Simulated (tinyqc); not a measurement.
Mass and gap go together: armchair graphene nanoribbon in tight binding.

An armchair ribbon of N dimer lines, width (N - 1) sqrt3 acc/2, period 3 acc, one pz orbital a site. In line n, A_n binds to B_n with -t exp(ik/3), times (1 + d) in the two edge lines, and to B_(n-1) and B_(n+1) with -t exp(-ik/6); k runs from -pi to pi. For d = 0 the modes across the ribbon are sin(n p pi/(N + 1)), p = 1 to N, with E = -/+ t sqrt(1 + 4 c^2 + 4 c cos(k/2)), c = cos(p pi/(N + 1)).

Constants: hbar^2/2m0 = 3.80998211 eV angstrom^2.

Parameters, chosen for this exercise (near those used for graphene; the results hold for these values, not for the real material): t = 2.73 eV (hopping); acc = 1.42 angstrom (bond length); d1 = 0.1 (edge correction); N0 = 24 (first width).

Nine widths from N0 on. Lowest conduction band for d = d1: m/m0 = c q^2/(E(q) - E(0)) with q = h/(3 acc), h = 0.001, c = hbar^2/2m0. Dirac rule: m = Eg/(2 v^2), that is m/m0 = c Eg/(hbar v)^2 with hbar v = 3 t acc/2.

Masses:
```
N   gap (eV)  mass (m0)  Dirac rule (m0)
24    0.3319     0.0346           0.0374
25    0.4484     0.0538           0.0505
26    0.0580     0.0065           0.0065
27    0.2965     0.0311           0.0334
28    0.4013     0.0478           0.0452
29    0.0522     0.0058           0.0059
30    0.2679     0.0283           0.0302
31    0.3632     0.0430           0.0409
32    0.0474     0.0053           0.0053
```

The ratio of mass to the Dirac rule runs from 0.92 (N = 24) to 1.06 (N = 25). Its mean is 0.93 for N = 3p, 1.06 for 3p+1 and 0.99 for 3p+2: the lowest modes of 3p and 3p+1 lie on opposite sides of the Dirac point, where the velocity along the ribbon differs. The largest gap (N = 25) and the heaviest mass (N = 25) belong to one ribbon.

Run: tinyqc, `OMP_NUM_THREADS=1 python tinyqc.py 1452883 1452884 out.jsonl`; Intel(R) Xeon(R) Processor @ 2.30GHz, one thread, shared host; about 0.04 s of CPU time with all checks.
